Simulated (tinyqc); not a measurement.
Programming of a floating-gate cell by Fowler-Nordheim tunnelling: one step of the calculation.

Per tunnel area the floating gate has Ctun = 3.9 eps0/tox to the channel (0 V) and Ccg to the control gate, Ct = Ctun/(1 - ag), no other coupling. With the threshold shift U = -Q/Ccg the field is F = ag (Vg - U)/tox, and dU/dt = J/Ccg. Fowler-Nordheim: J = A F^2 exp(-B/F), A = q^2/(16 pi^2 hbar mo phi) (times 1e14 for A/cm^2 with F in V/nm, emitter mass m0), B = (4/3) sqrt(mo/C) phi^1.5, C = hbar^2/(2 m0).

Problem. Constants of the cell. A, B, Ccg = ag Ct, the starting field and current, K = A B ag/(Ccg tox), and the knee time t0 = exp(B/F(0))/K.

Parameters, values chosen for the exercise; oxide values close to those of silicon dioxide: tunnel barrier phi = 3.14 eV; tunnelling mass mo = 0.48 m0; tunnel oxide thickness tox = 8.5 nm; coupling ratio Ccg/Ct ag = 0.68; tunnel area ar = 460 nm^2; threshold shift at the start Vt0 = -2.8 V; control-gate voltage Vg = 13.8 V.

Constants: q = 1.602176634e-19 C, hbar = 1.054571817e-34 J s, m0 = 9.1093837015e-31 kg, eps0 = 8.8541878128e-14 F/cm where lengths are in cm, hbar^2/(2 m0) = 0.0380998212 eV nm^2. Results are converted to the units shown.

Wanted: A; B; Ccg; F(0); J(0); K; t0; electrons for 1 V of shift.

Solution.

A = 1.023e8 A cm^-2 (V/nm)^-2
B = 26.33 V/nm
Ccg = 0.8633 uF/cm^2
F(0) = 1.328 V/nm
J(0) = 0.4412 A/cm^2
K = 2.496e14 1/s
t0 = 1.638 us
electrons for 1 V of shift = 24.79

Range of the model: Programming fields of 10 MV/cm and more wear the oxide; trapping and the channel potential are ignored.

Computed by the program tinyqc: `OMP_NUM_THREADS=1 python tinyqc.py 2130088 2130089 out.jsonl`, one thread of a shared Intel Xeon 2.30GHz, about 0.01 s for the whole run.
